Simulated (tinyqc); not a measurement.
Inside a calculation. Method: G0W0 on RHF in the sto-3g basis, for BeH2, spin multiplicity 1. Computed by tinyqc, a small Python program that keeps every step (integrals from PySCF). Settings: charge = 0, multiplicity = 1, basis = sto-3g, method = RHF, energy threshold = 1e-10, iteration cap = 71, orthogonalisation = symmetric, start = Wolfsberg-Helmholz matrix, DIIS depth = 6. Command: `OMP_NUM_THREADS=1 python tinyqc.py 20238 20239 out.jsonl` (the two numbers bound the seeds that draw the settings). One thread of a shared host (Intel(R) Xeon(R) Processor @ 2.60GHz), about 0.07 s of CPU time with the checks. The early iterations of the SCF are left out here.

## One-electron integrals

Geometry (angstrom):
```
atom,x,y,z
Be,0.000000,0.000000,0.000000
H,0.000000,1.341000,0.000000
H,0.000000,-1.392000,0.000000
```

Basis sto-3g: exponents (1/bohr^2) and contraction coefficients of normalised primitives:
```
element,l (shell),exponent,coefficient
Be,s (1),30.167871,0.154329
Be,s (1),5.495115,0.535328
Be,s (1),1.487193,0.444635
Be,s (2),1.314833,-0.099967
Be,s (2),0.305539,0.399513
Be,s (2),0.099371,0.700115
Be,p (3),1.314833,0.155916
Be,p (3),0.305539,0.607684
Be,p (3),0.099371,0.391957
H,s (1),3.425251,0.154329
H,s (1),0.623914,0.535328
H,s (1),0.168855,0.444635
```

Overlap, kinetic and nuclear-attraction integrals over the contracted functions; the nuclear repulsion is the sum of Za Zb / Rab.

nuclear repulsion = 3.29270471 hartree

overlap S, lower triangle:
```
,1Be 1s,1Be 2s,1Be 2px,1Be 2py,1Be 2pz,2H 1s,3H 1s
1Be 1s,1.000000
1Be 2s,0.259517,1.000000
1Be 2px,0.000000,0.000000,1.000000
1Be 2py,0.000000,0.000000,0.000000,1.000000
1Be 2pz,0.000000,0.000000,0.000000,0.000000,1.000000
2H 1s,0.069333,0.459559,0.000000,0.525619,0.000000,1.000000
3H 1s,0.061961,0.439090,0.000000,-0.510802,0.000000,0.031570,1.000000
```

kinetic energy T (hartree), lower triangle:
```
,1Be 1s,1Be 2s,1Be 2px,1Be 2py,1Be 2pz,2H 1s,3H 1s
1Be 1s,6.693975
1Be 2s,-0.033012,0.211111
1Be 2px,0.000000,0.000000,0.660592
1Be 2py,0.000000,0.000000,0.000000,0.660592
1Be 2pz,0.000000,0.000000,0.000000,0.000000,0.660592
2H 1s,-0.016365,0.068960,0.000000,0.193598,0.000000,0.760032
3H 1s,-0.015601,0.061295,0.000000,-0.176810,0.000000,-0.008939,0.760032
```

nuclear attraction V (hartree), lower triangle:
```
,1Be 1s,1Be 2s,1Be 2px,1Be 2py,1Be 2pz,2H 1s,3H 1s
1Be 1s,-15.335862
1Be 2s,-2.100311,-3.041057
1Be 2px,0.000000,0.000000,-2.947032
1Be 2py,-0.001293,-0.006109,0.000000,-3.174210
1Be 2pz,0.000000,0.000000,0.000000,0.000000,-2.947032
2H 1s,-0.560694,-1.359995,0.000000,-1.522227,0.000000,-2.986241
3H 1s,-0.499947,-1.278379,0.000000,1.452417,0.000000,-0.108544,-2.931143
```

core Hamiltonian H = T + V (hartree), lower triangle:
```
,1Be 1s,1Be 2s,1Be 2px,1Be 2py,1Be 2pz,2H 1s,3H 1s
1Be 1s,-8.641887
1Be 2s,-2.133324,-2.829946
1Be 2px,0.000000,0.000000,-2.286440
1Be 2py,-0.001293,-0.006109,0.000000,-2.513619
1Be 2pz,0.000000,0.000000,0.000000,0.000000,-2.286440
2H 1s,-0.577059,-1.291035,0.000000,-1.328630,0.000000,-2.226209
3H 1s,-0.515548,-1.217084,0.000000,1.275608,0.000000,-0.117483,-2.171112
```

## Two-electron integrals

Functions are numbered as in S; the eight-fold symmetry (ij|kl) = (ji|kl) = (kl|ij) leaves the list below.

Two-electron integrals (ij|kl) in chemists' order, unique and non-zero (hartree):
```
i,j,k,l,(ij|kl)
1,1,1,1,2.298831
2,1,1,1,0.392036
2,1,2,1,0.079539
2,2,1,1,0.570988
2,2,2,1,0.143041
2,2,2,2,0.417683
3,1,3,1,0.014607
3,2,3,1,0.021888
3,2,3,2,0.092265
3,3,1,1,0.569578
3,3,2,1,0.143083
3,3,2,2,0.417589
3,3,3,3,0.449859
4,1,4,1,0.014607
4,2,4,1,0.021888
4,2,4,2,0.092265
4,3,4,3,0.024249
4,4,1,1,0.569578
4,4,2,1,0.143083
4,4,2,2,0.417589
4,4,3,3,0.401360
4,4,4,4,0.449859
5,1,5,1,0.014607
5,2,5,1,0.021888
5,2,5,2,0.092265
5,3,5,3,0.024249
5,4,5,4,0.024249
5,5,1,1,0.569578
5,5,2,1,0.143083
5,5,2,2,0.417589
5,5,3,3,0.401360
5,5,4,4,0.401360
5,5,5,5,0.449859
6,1,1,1,0.103716
6,1,2,1,0.021022
6,1,2,2,0.038068
6,1,3,3,0.037790
6,1,4,1,0.001890
6,1,4,2,0.003526
6,1,4,4,0.038646
6,1,5,5,0.037790
6,1,6,1,0.005835
6,2,1,1,0.226313
6,2,2,1,0.057388
6,2,2,2,0.179486
6,2,3,3,0.172990
6,2,4,1,0.007552
6,2,4,2,0.044143
6,2,4,4,0.192317
6,2,5,5,0.172990
6,2,6,1,0.016755
6,2,6,2,0.110012
6,3,3,1,0.005582
6,3,3,2,0.025303
6,3,4,3,0.007884
6,3,6,3,0.010862
6,4,1,1,0.234082
6,4,2,1,0.060137
6,4,2,2,0.197401
6,4,3,3,0.185730
6,4,4,1,0.012392
6,4,4,2,0.069127
6,4,4,4,0.220538
6,4,5,5,0.185730
6,4,6,1,0.018458
6,4,6,2,0.138307
6,4,6,4,0.180770
6,5,5,1,0.005582
6,5,5,2,0.025303
6,5,5,4,0.007884
6,5,6,5,0.010862
6,6,1,1,0.390928
6,6,2,1,0.100989
6,6,2,2,0.351616
6,6,3,3,0.326084
6,6,4,1,0.016494
6,6,4,2,0.121028
6,6,4,4,0.402393
6,6,5,5,0.326084
6,6,6,1,0.030451
6,6,6,2,0.267584
6,6,6,4,0.358802
6,6,6,6,0.774606
7,1,1,1,0.092564
7,1,2,1,0.018767
7,1,2,2,0.034011
7,1,3,3,0.033764
7,1,4,1,-0.001676
7,1,4,2,-0.003143
7,1,4,4,0.034521
7,1,5,5,0.033764
7,1,6,1,0.004746
7,1,6,2,0.012626
7,1,6,4,0.012681
7,1,6,6,0.021839
7,1,7,1,0.004648
7,2,1,1,0.211793
7,2,2,1,0.053765
7,2,2,2,0.169437
7,2,3,3,0.163169
7,2,4,1,-0.007064
7,2,4,2,-0.042188
7,2,4,4,0.181822
7,2,5,5,0.163169
7,2,6,1,0.013239
7,2,6,2,0.056567
7,2,6,4,0.056038
7,2,6,6,0.102519
7,2,7,1,0.014026
7,2,7,2,0.099853
7,3,3,1,0.005098
7,3,3,2,0.023446
7,3,4,3,-0.007432
7,3,6,3,0.004463
7,3,7,3,0.009555
7,4,1,1,-0.222738
7,4,2,1,-0.057263
7,4,2,2,-0.189345
7,4,3,3,-0.178130
7,4,4,1,0.011539
7,4,4,2,0.065875
7,4,4,4,-0.211584
7,4,5,5,-0.178130
7,4,6,1,-0.013548
7,4,6,2,-0.057308
7,4,6,4,-0.054165
7,4,6,6,-0.101887
7,4,7,1,-0.015663
7,4,7,2,-0.127283
7,4,7,4,0.168146
7,5,5,1,0.005098
7,5,5,2,0.023446
7,5,5,4,-0.007432
7,5,6,5,0.004463
7,5,7,5,0.009555
7,6,1,1,0.019955
7,6,2,1,0.004933
7,6,2,2,0.013874
7,6,3,3,0.013653
7,6,4,1,-0.000011
7,6,4,2,-0.000081
7,6,4,4,0.014310
7,6,5,5,0.013653
7,6,6,1,0.001317
7,6,6,2,0.006074
7,6,6,4,0.006771
7,6,6,6,0.012182
7,6,7,1,0.001180
7,6,7,2,0.005825
7,6,7,4,-0.006634
7,6,7,6,0.000470
7,7,1,1,0.377272
7,7,2,1,0.097540
7,7,2,2,0.343341
7,7,3,3,0.318386
7,7,4,1,-0.015517
7,7,4,2,-0.117866
7,7,4,4,0.392979
7,7,5,5,0.318386
7,7,6,1,0.023662
7,7,6,2,0.106443
7,7,6,4,0.103520
7,7,6,6,0.193590
7,7,7,1,0.026205
7,7,7,2,0.253710
7,7,7,4,-0.344249
7,7,7,6,0.012182
7,7,7,7,0.774606
```

## Orthogonalisation

S = U s U^T; symmetric (Loewdin) form X = U s^(-1/2) U^T, so that X^T S X = 1.

eigenvalues of S: 0.249864  0.356917  0.939959  1.000000  1.000000  1.710603  1.742657

X, lower triangle:
```
,1Be 1s,1Be 2s,1Be 2px,1Be 2py,1Be 2pz,2H 1s,3H 1s
1Be 1s,1.028434
1Be 2s,-0.153115,1.247188
1Be 2px,0.000000,0.000000,1.000000
1Be 2py,0.000107,0.016950,0.000000,1.366528
1Be 2pz,0.000000,0.000000,0.000000,0.000000,1.000000
2H 1s,0.017855,-0.319677,0.000000,-0.448508,0.000000,1.309330
3H 1s,0.019270,-0.289523,0.000000,0.423487,0.000000,-0.100295,1.276460
```

## Iteration 6 (converged): orbitals

converged F (hartree), lower triangle:
```
,1Be 1s,1Be 2s,1Be 2px,1Be 2py,1Be 2pz,2H 1s,3H 1s
1Be 1s,-4.517927
1Be 2s,-1.288058,-0.627161
1Be 2px,0.000000,0.000000,0.212532
1Be 2py,-0.000256,-0.007740,0.000000,-0.225122
1Be 2pz,0.000000,0.000000,0.000000,0.000000,0.212532
2H 1s,-0.354096,-0.416397,0.000000,-0.334601,0.000000,-0.312827
3H 1s,-0.316887,-0.396878,0.000000,0.327173,0.000000,-0.043598,-0.291243
```

Diagonalise F' = X^T F X, C = X C', fill 3 alpha and 3 beta electrons from the bottom; D = 2 C_occ C_occ^T. Each column has its largest component positive (the first on a tie).

F' = X^T F X (hartree), lower triangle:
```
,1,2,3,4,5,6,7
1,-4.408739
2,-0.691319,-0.098049
3,0.000000,0.000000,0.212532
4,0.002783,0.008108,0.000000,0.269931
5,0.000000,0.000000,0.000000,0.000000,0.212532
6,-0.057184,-0.338955,0.000000,-0.472722,0.000000,0.104024
7,-0.041128,-0.318055,0.000000,0.456640,0.000000,-0.118918,0.092203
```

orbital energies (hartree): MO1 -4.521362, MO2 -0.452078, MO3 -0.413479, MO4 0.212532, MO5 0.212532, MO6 0.444291, MO7 0.901997

coefficients C:
```
,MO1,MO2,MO3,MO4,MO5,MO6,MO7
1Be 1s,0.991762,-0.220134,0.027795,0.000000,0.000000,-0.221240,-0.006451
1Be 2s,0.031766,0.559150,-0.079999,0.000000,0.000000,1.199642,0.077633
1Be 2px,0.000000,0.000000,0.000000,0.937092,0.349083,0.000000,0.000000
1Be 2py,-0.000013,0.066456,0.497583,0.000000,0.000000,-0.034969,1.412430
1Be 2pz,0.000000,0.000000,0.000000,-0.349083,0.937092,0.000000,0.000000
2H 1s,-0.002887,0.444506,0.350314,0.000000,0.000000,-0.781635,-1.047286
3H 1s,-0.003253,0.335555,-0.459218,0.000000,0.000000,-0.826989,0.946333
```

D after iteration 6, lower triangle:
```
,1Be 1s,1Be 2s,1Be 2px,1Be 2py,1Be 2pz,2H 1s,3H 1s
1Be 1s,2.065646
1Be 2s,-0.187615,0.640116
1Be 2px,0.000000,0.000000,0.000000
1Be 2py,-0.001622,-0.005295,0.000000,0.504011
1Be 2pz,0.000000,0.000000,0.000000,0.000000,0.000000
2H 1s,-0.181954,0.440858,0.000000,0.407701,0.000000,0.640628
3H 1s,-0.179714,0.448519,0.000000,-0.412398,0.000000,-0.023410,0.646978
```

Within a degenerate level the vectors are fixed only up to a rotation; this is one choice.

## Convergence

Stop when the energy changes by less than 1e-10 hartree and every element of the error matrix X^T (F D S - S D F) X is below 3e-06.

Course of the cycle:
```
iteration,E (hartree),change,largest element of the error matrix
1,-15.54160784,-,1.27e-01
2,-15.55619866,-1.46e-02,1.56e-02
3,-15.55647192,-2.73e-04,1.50e-03
4,-15.55647655,-4.63e-06,2.09e-05
5,-15.55647655,-4.23e-10,9.47e-07
6,-15.55647655,-1.28e-12,8.06e-08
```

PySCF RHF in the same basis = -15.55647655 hartree

Converged in 6 iterations.

## Integrals over molecular orbitals

(pq|rs) = sum C_ip C_jq C_kr C_ls (ij|kl), one index at a time.

one-electron integrals over orbitals h = C^T H C (hartree), lower triangle:
```
,1,2,3,4,5,6,7
1,-8.630284
2,0.220126,-2.440260
3,-0.028358,-0.009928,-2.391719
4,0.000000,0.000000,0.000000,-2.286440
5,0.000000,0.000000,0.000000,0.000000,-2.286440
6,0.196489,-0.181290,0.044988,0.000000,0.000000,-1.913708
7,0.004298,-0.036576,-0.284424,0.000000,0.000000,0.004703,-1.814049
```

Two-electron integrals over orbitals (pq|rs), unique and non-zero (hartree):
```
p,q,r,s,(pq|rs)
1,1,1,1,2.271540
2,1,1,1,-0.194838
2,1,2,1,0.025784
2,2,1,1,0.483074
2,2,2,1,-0.005858
2,2,2,2,0.407644
3,1,1,1,0.024516
3,1,2,1,-0.002412
3,1,2,2,0.004600
3,1,3,1,0.006123
3,2,1,1,-0.000187
3,2,2,1,0.002335
3,2,2,2,0.045608
3,2,3,1,0.012911
3,2,3,2,0.152068
3,3,1,1,0.451570
3,3,2,1,-0.003260
3,3,2,2,0.396121
3,3,3,1,-0.003022
3,3,3,2,-0.037718
3,3,3,3,0.441049
4,1,4,1,0.015765
4,2,4,1,0.015088
4,2,4,2,0.048491
4,3,4,1,-0.001977
4,3,4,2,-0.004335
4,3,4,3,0.014849
4,4,1,1,0.569176
4,4,2,1,-0.007835
4,4,2,2,0.366927
4,4,3,1,0.000953
4,4,3,2,0.000220
4,4,3,3,0.352935
4,4,4,4,0.449859
5,1,5,1,0.015765
5,2,5,1,0.015088
5,2,5,2,0.048491
5,3,5,1,-0.001977
5,3,5,2,-0.004335
5,3,5,3,0.014849
5,4,5,4,0.024249
5,5,1,1,0.569176
5,5,2,1,-0.007835
5,5,2,2,0.366927
5,5,3,1,0.000953
5,5,3,2,0.000220
5,5,3,3,0.352935
5,5,4,4,0.401360
5,5,5,5,0.449859
6,1,1,1,-0.184162
6,1,2,1,0.024844
6,1,2,2,-0.006835
6,1,3,1,-0.003533
6,1,3,2,-0.000559
6,1,3,3,-0.003688
6,1,4,4,-0.004931
6,1,5,5,-0.004931
6,1,6,1,0.024389
6,2,1,1,0.113923
6,2,2,1,-0.006503
6,2,2,2,-0.026202
6,2,3,1,0.000169
6,2,3,2,-0.013706
6,2,3,3,-0.042502
6,2,4,4,0.053829
6,2,5,5,0.053829
6,2,6,1,-0.004177
6,2,6,2,0.077184
6,3,1,1,-0.023411
6,3,2,1,0.000676
6,3,2,2,-0.023004
6,3,3,1,-0.002215
6,3,3,2,-0.089494
6,3,3,3,0.030601
6,3,4,4,-0.011433
6,3,5,5,-0.011433
6,3,6,1,0.000816
6,3,6,2,-0.004428
6,3,6,3,0.085167
6,4,4,1,0.016346
6,4,4,2,0.046775
6,4,4,3,-0.006812
6,4,6,4,0.050673
6,5,5,1,0.016346
6,5,5,2,0.046775
6,5,5,3,-0.006812
6,5,6,5,0.050673
6,6,1,1,0.474090
6,6,2,1,-0.006717
6,6,2,2,0.391417
6,6,3,1,0.000150
6,6,3,2,-0.007107
6,6,3,3,0.406863
6,6,4,4,0.365109
6,6,5,5,0.365109
6,6,6,1,-0.006150
6,6,6,2,-0.032389
6,6,6,3,0.010944
6,6,6,6,0.409499
7,1,1,1,-0.005158
7,1,2,1,0.002268
7,1,2,2,0.005389
7,1,3,1,0.010729
7,1,3,2,0.019324
7,1,3,3,-0.005287
7,1,4,4,-0.000044
7,1,5,5,-0.000044
7,1,6,1,-0.000035
7,1,6,2,-0.000767
7,1,6,3,-0.001521
7,1,6,6,-0.001285
7,1,7,1,0.020868
7,2,1,1,0.020646
7,2,2,1,-0.000372
7,2,2,2,-0.014485
7,2,3,1,0.003697
7,2,3,2,-0.042366
7,2,3,3,0.005825
7,2,4,4,0.008705
7,2,5,5,0.008705
7,2,6,1,-0.000799
7,2,6,2,0.018477
7,2,6,3,0.058654
7,2,6,6,-0.001933
7,2,7,1,0.007390
7,2,7,2,0.058281
7,3,1,1,0.140379
7,3,2,1,-0.004898
7,3,2,2,-0.004096
7,3,3,1,-0.000284
7,3,3,2,-0.000388
7,3,3,3,-0.019778
7,3,4,4,0.060463
7,3,5,5,0.060463
7,3,6,1,-0.003297
7,3,6,2,0.071197
7,3,6,3,-0.018290
7,3,6,6,-0.024793
7,3,7,1,-0.001553
7,3,7,2,0.007568
7,3,7,3,0.081558
7,4,4,1,0.000662
7,4,4,2,0.003817
7,4,4,3,0.013298
7,4,6,4,0.001428
7,4,7,4,0.016687
7,5,5,1,0.000662
7,5,5,2,0.003817
7,5,5,3,0.013298
7,5,6,5,0.001428
7,5,7,5,0.016687
7,6,1,1,-0.002022
7,6,2,1,0.001707
7,6,2,2,0.038097
7,6,3,1,0.010845
7,6,3,2,0.136810
7,6,3,3,-0.038350
7,6,4,4,0.000501
7,6,5,5,0.000501
7,6,6,1,-0.000613
7,6,6,2,-0.010923
7,6,6,3,-0.093622
7,6,6,6,-0.009743
7,6,7,1,0.016452
7,6,7,2,-0.054306
7,6,7,3,0.002311
7,6,7,6,0.139401
7,7,1,1,0.572609
7,7,2,1,-0.008635
7,7,2,2,0.426983
7,7,3,1,0.001703
7,7,3,2,0.013146
7,7,3,3,0.438784
7,7,4,4,0.389099
7,7,5,5,0.389099
7,7,6,1,-0.008653
7,7,6,2,-0.034091
7,7,6,3,-0.003782
7,7,6,6,0.431265
7,7,7,1,0.000462
7,7,7,2,-0.008694
7,7,7,3,-0.007619
7,7,7,6,0.008811
7,7,7,7,0.483968
```

## Screening: direct RPA

With D = e_a - e_i and K = (ia|jb): diagonalise D^(1/2) (D + 4K) D^(1/2) = Z w^2 Z^T; X + Y = D^(1/2) Z w^(-1/2), each column of Z with its largest component positive (the first on a tie); E_c = (sum w - tr (D + 2K)) / 2.

D^(1/2) (D + 4K) D^(1/2) (hartree^2), lower triangle:
```
,1>4,1>5,1>6,1>7,2>4,2>5,2>6,2>7,3>4,3>5,3>6,3>7
1>4,22.708269
1>5,0.000000,22.708269
1>6,0.000000,0.000000,25.142126
1>7,0.000000,0.000000,-0.000724,29.865522
2>4,0.107049,0.000000,0.000000,0.000000,0.570617
2>5,0.000000,0.107049,0.000000,0.000000,0.000000,0.570617
2>6,0.000000,0.000000,-0.035249,-0.006769,0.000000,0.000000,1.080220
2>7,0.000000,0.000000,-0.008284,0.080106,0.000000,0.000000,0.081425,2.149186
3>4,-0.013611,0.000000,0.000000,0.000000,-0.011183,0.000000,0.000000,0.000000,0.429070
3>5,0.000000,-0.013611,0.000000,0.000000,0.000000,-0.011183,0.000000,0.000000,0.000000,0.429070
3>6,0.000000,0.000000,0.006736,-0.013120,0.000000,0.000000,-0.015530,0.252851,0.000000,0.000000,1.027983
3>7,0.000000,0.000000,-0.033702,-0.016594,0.000000,0.000000,0.309247,0.040401,0.000000,0.000000,-0.077714,2.159628
```

excitation energies w (hartree): 0.654363  0.654363  0.755626  0.755626  0.981898  0.998577  1.476830  1.508096  4.765375  4.765375  5.014203  5.464958

X + Y:
```
,1,2,3,4,5,6,7,8,9,10,11,12
1>4,0.000000,0.000629,-0.012187,0.000027,0.000000,0.000000,0.000000,0.000000,0.996680,0.000000,0.000000,0.000000
1>5,0.000629,0.000000,-0.000027,-0.012187,0.000000,0.000000,0.000000,0.000000,0.000000,0.996680,0.000000,0.000000
1>6,0.000000,0.000000,0.000000,0.000000,0.000235,0.002354,-0.001231,0.003173,0.000000,0.000000,0.995145,-0.000146
1>7,0.000000,0.000000,0.000000,0.000000,0.002562,-0.000264,-0.004992,-0.001826,0.000000,0.000000,0.000159,0.996182
2>4,0.000052,0.078715,0.934964,-0.002094,0.000000,0.000000,0.000000,0.000000,0.001806,0.000000,0.000000,0.000000
2>5,0.078715,-0.000052,0.002094,0.934964,0.000000,0.000000,0.000000,0.000000,0.000000,0.001806,0.000000,0.000000
2>6,0.000000,0.000000,0.000000,0.000000,0.298385,0.865432,-0.069449,0.189079,0.000000,0.000000,-0.000628,-0.000094
2>7,0.000000,0.000000,0.000000,0.000000,-0.256384,0.014697,0.785122,0.501283,0.000000,0.000000,-0.000189,0.001436
3>4,0.000647,0.975107,-0.071090,0.000159,0.000000,0.000000,0.000000,0.000000,-0.000222,0.000000,0.000000,0.000000
3>5,0.975107,-0.000647,-0.000159,-0.071090,0.000000,0.000000,0.000000,0.000000,0.000000,-0.000222,0.000000,0.000000
3>6,0.000000,0.000000,0.000000,0.000000,0.864053,-0.286748,0.164803,0.040532,0.000000,0.000000,0.000116,-0.000170
3>7,0.000000,0.000000,0.000000,0.000000,-0.015386,-0.303113,-0.493112,0.757076,0.000000,0.000000,-0.000762,-0.000292
```

RPA correlation energy = -0.03887571 hartree

Within a degenerate level the vectors are fixed only up to a rotation; this is one choice.

## G0W0 on Hartree-Fock: HOMO

W(p,q,m) = sqrt2 sum_ia (pq|ia) (X+Y)_ia,m; Sigma_c(x) = sum_(i,m) W^2/(x - e_i + w_m) + sum_(a,m) W^2/(x - e_a - w_m); solve x = e_p + Sigma_c(x) by Newton steps; Z = 1/(1 - dSigma/dx); 1 hartree = 27.211386 eV.

The 12 largest terms at x = e_p (hartree; W for the signs of X + Y given):
```
q,m,W,term
2,5,-0.099702,0.009741
7,8,0.110665,-0.004337
6,7,0.098174,-0.004128
6,5,0.081328,-0.003595
3,6,-0.055838,0.003122
2,7,-0.066417,0.002911
7,6,0.059741,-0.001542
7,7,-0.059712,-0.001277
2,8,-0.039297,0.000998
3,7,0.031610,0.000677
6,6,-0.030894,-0.000514
3,8,-0.026660,0.000471
```

Newton steps (hartree):
```
step,x,Sigma_c(x),Z
0,-0.413479,0.002379,0.976545
1,-0.411155,0.002324,0.976598
2,-0.411155,0.002324,0.976598
```

quasiparticle energy of the HOMO = -11.188096 eV

Hartree-Fock value = -11.251327 eV

## G0W0 on Hartree-Fock: LUMO

As before.

The 12 largest terms at x = e_p (hartree; W for the signs of X + Y given):
```
q,m,W,term
4,8,0.084624,-0.004748
6,3,0.062251,-0.003925
2,3,0.064293,0.002910
4,6,0.044764,-0.002007
4,7,-0.040442,-0.001107
3,2,0.019992,0.000312
7,2,0.018764,-0.000262
6,9,0.023162,-0.000107
2,9,0.021392,0.000084
1,3,0.019877,0.000072
1,9,0.022260,0.000052
3,3,-0.007190,0.000037
```

Newton steps (hartree):
```
step,x,Sigma_c(x),Z
0,0.212532,-0.008744,0.987651
1,0.203895,-0.008637,0.987769
2,0.203895,-0.008637,0.987769
```

quasiparticle energy of the LUMO = 5.548265 eV

Hartree-Fock value = 5.783280 eV
